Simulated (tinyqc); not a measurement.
# Crystallisation kinetics and data retention of a phase-change cell: effects of single changes

Johnson-Mehl-Avrami-Kolmogorov law X = 1 - exp(-y^n), y = integral of k dt, k = (1/100 s) exp[-(Ec q/kB)(1/T - 1/T1)].

Inputs (values chosen for the exercise); values of the order of Ge-Sb-Te and related chalcogenides:
```
symbol  value  unit                                       meaning
Ec       2.57    eV          activation energy of crystallisation
T1        457     K  temperature at which the rate k is 1/(100 s)
n         1.5                                     Avrami exponent
Xf        0.5        crystalline share at which the state is lost
T         382     K                           storage temperature
```

Constants: q = 1.602176634e-19 C, kB = 1.380649e-23 J/K. Results are converted to the units shown.

Each table varies one quantity; the others keep the values above.

## Kissinger analysis

Tp is the temperature of the largest dX/dt on a ramp of rate b (b in K/min in the logarithm).

Result of one run:

| b (K/min) | Tp (K) | q/kB Tp (1/eV) | ln(b/Tp^2) | X at the peak |
|---|---|---|---|---|
| 20 | 467.97 | 24.798 | -9.3011 | 0.62469 |

What becomes of these results when the heating rate b is changed from 20 to 100 K/min, all else the same?

Result of the changed run:

| b (K/min) | Tp (K) | q/kB Tp (1/eV) | ln(b/Tp^2) | X at the peak |
|---|---|---|---|---|
| 100 | 479.71 | 24.190 | -7.7412 | 0.62451 |

The whole series:

| b (K/min) | Tp (K) | q/kB Tp (1/eV) | ln(b/Tp^2) | X at the peak |
|---|---|---|---|---|
| 0.5 | 443.08 | 26.191 | -12.881 | 0.62507 |
| 1 | 447.55 | 25.929 | -12.208 | 0.62500 |
| 2 | 452.12 | 25.667 | -11.535 | 0.62493 |
| 5 | 458.30 | 25.321 | -10.646 | 0.62484 |
| 10 | 463.08 | 25.059 | -9.9732 | 0.62477 |
| 20 | 467.97 | 24.798 | -9.3011 | 0.62469 |
| 50 | 474.59 | 24.452 | -8.4129 | 0.62459 |
| 100 | 479.71 | 24.190 | -7.7412 | 0.62451 |

Tp rises from 443 to 480 K. The slope of ln(b/Tp^2) against q/kB Tp between the end rows is -2.569 eV, against Ec = 2.57 eV, and X at the peak stays near 1 - 1/e = 0.632 (0.625 to 0.625).

## Effect of the activation energy at a fixed measured point

Same model as above.

At fixed T the state fails at t = (-ln(1 - Xf))^(1/n)/k; ten years are 3.15576e8 s. k at T1 is held.

Effect of the activation energy at a fixed measured point:

| Ec (eV) | temperature for ten years (K) | time to fail at T (years) |
|---|---|---|
| 1.5 | 326.59 | 0.0043908 |
| 1.8 | 342.90 | 0.019593 |
| 2.1 | 355.58 | 0.087428 |
| 2.4 | 365.73 | 0.39012 |
| 2.7 | 374.03 | 1.7408 |
| 3 | 380.94 | 7.7680 |
| 3.3 | 386.80 | 34.662 |
| 3.6 | 391.81 | 154.67 |

The ten-year temperature rises from 327 to 392 K, and the projected life at 382 K spans 4.55 decades: an error of 0.1 eV changes it by a factor of 1.65.

Range of the model: One Arrhenius rate is assumed; incubation, growth from the boundary and the non-Arrhenius kinetics of the supercooled liquid are left out.

Computed by the program tinyqc: `OMP_NUM_THREADS=1 python tinyqc.py 2490133 2490134 out.jsonl`, one thread of a shared Intel Xeon 2.30GHz, about 0.03 s for the whole run.
